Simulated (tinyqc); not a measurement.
Absorption coefficient and reflectance from two thicknesses.

Inverse problem. With transparent contact layers the responsivity is (1 - Rf)(1 - exp(-al wi)) q lam/(h c). The second absorber is twice as thick as the first. Find al and Rf.

Values chosen for this exercise:
- lam = 532 nm (wavelength)

Constants: q = 1.602176634e-19 C, h = 6.62607015e-34 J s, c = 299792458 m/s. Results are converted to the units shown.

responsivity for wi = 1.7 and 3.4 um (A/W): 0.28939257  0.36192139

Answer. The ratio of the responsivities is 1 + exp(-al w1), which gives al; either value then gives 1 - Rf.

al = 8140 1/cm
Rf = 0.1000

Program tinyqc, `OMP_NUM_THREADS=1 python tinyqc.py 2250046 2250047 out.jsonl`; Intel Xeon 2.30GHz, shared host, one thread, about 0.01 s.
